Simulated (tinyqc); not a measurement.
One-diode model of a solar cell: two steps of the calculation.

J is the current delivered and Vj = V + J Rs the junction voltage. J = X JL - J01 (exp(Vj/(n1 Vt)) - 1) - Vj/Rp. The photocurrent does not depend on voltage.

Values chosen for this exercise; values of the order met in cells of gallium arsenide: temperature T = 300 K; photocurrent at one sun JL = 24.1 mA/cm^2; concentration X = 1 suns; saturation current of the diode J01 = 9.9e-18 A/cm^2; ideality factor of the diode n1 = 1.1; series resistance Rs = 0 ohm cm^2; shunt resistance Rp = 30000 ohm cm^2; incident power at one sun Pin = 100 mW/cm^2.

Constants: q = 1.602176634e-19 C, kB = 1.380649e-23 J/K, Vt = kB T/q. Results are converted to the units shown.

Task 1. New Vj. Open circuit: J(Vj) = 0. G = -dJ/dVj = J01 exp(Vj/(n1 Vt))/(n1 Vt) + 1/Rp. Vj(new) = Vj + J/G.

Vj after iteration 1 = 1.7558267 V

Give: J; G; Vj after iteration 2.

Result 1.

J = -6.467e12 mA/cm^2
G = 2.274e11 S/cm^2
Vj after iteration 2 = 1.727 V

Task 2. Figures of merit. Jsc at V = 0, Voc at J = 0, the maximum power point where J (1 + 2 Rs G) = G Vj with G = -dJ/dVj; FF = Vmp Jmp/(Voc Jsc); efficiency Vmp Jmp/(X Pin). Empirical fill factor without parasitics FF0 = (v - ln(v + 0.72))/(v + 1), v = Voc/(n1 Vt).

Wanted: Jsc; Voc; Vmp; Jmp; FF; efficiency; FF0.

Result 2.

Jsc = 24.100 mA/cm^2
Voc = 1.0074 V
Vmp = 0.90804 V
Jmp = 23.340 mA/cm^2
FF = 0.87290
efficiency = 21.193 %
FF0 = 0.87406

FF is 0.13 % below FF0. Removing one loss at a time changes the efficiency by: shunt +0.03 points.

Computed by the program tinyqc: `OMP_NUM_THREADS=1 python tinyqc.py 2280040 2280041 out.jsonl`, one thread of a shared Intel Xeon 2.30GHz, about 0.01 s for the whole run.
